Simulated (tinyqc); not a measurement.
What each parameter does: temperature and isotope dependence of a band gap in oscillator models.

E(T) = E0 - sum_i sl_i th_i n_i(T), n = 1/(exp(th/T) - 1). The same coupling lowers the gap at 0 K by the zero-point term ZP = sum_i sl_i th_i/2, so the gap of the static lattice is E0 + ZP. Thermal expansion is taken as part of the slopes.

Parameters, chosen for this exercise (near those of AlN; the results hold for these values, not for the real material): E0 = 6.05 eV (gap at 0 K); th = (368, 949) K (temperatures of two oscillators); sl = (0.1375, 0.6715) meV/K (their high-temperature slopes); T = 200 K (temperature).

Gap at T, slope -sum sl_i (th_i/T)^2 n_i (1 + n_i) and ZP.

One parameter was then changed.

Results before and after:
```
case     E(T) (eV)  dE/dT (meV/K)  ZP (meV)
base        6.0349        -0.2383    343.93
changed     6.0449        -0.2383    343.93
```

Which of these changes was made? (a) sl = (0.1788, 0.6715) meV/K; (b) th = (368, 1138) K; (c) E0 = 6.06 eV; (d) T = 240 K.

Answer: (c) E0 = 6.06 eV. Of the candidates, run in turn, only this one gives the changed row.

All candidates:
```
case                         E(T) (eV)  dE/dT (meV/K)  ZP (meV)
base                            6.0349        -0.2383    343.93
T = 240 K                       6.0236        -0.3227    343.93
E0 = 6.06 eV                    6.0449        -0.2383    343.93
th = (368, 1138) K              6.0379        -0.1785    407.38
sl = (0.1788, 0.6715) meV/K     6.0320        -0.2696    351.53
```

(tinyqc, `OMP_NUM_THREADS=1 python tinyqc.py 1851179 1851180 out.jsonl`, Intel(R) Xeon(R) Processor @ 2.30GHz, 1 thread, shared host, about 0.01 s.)
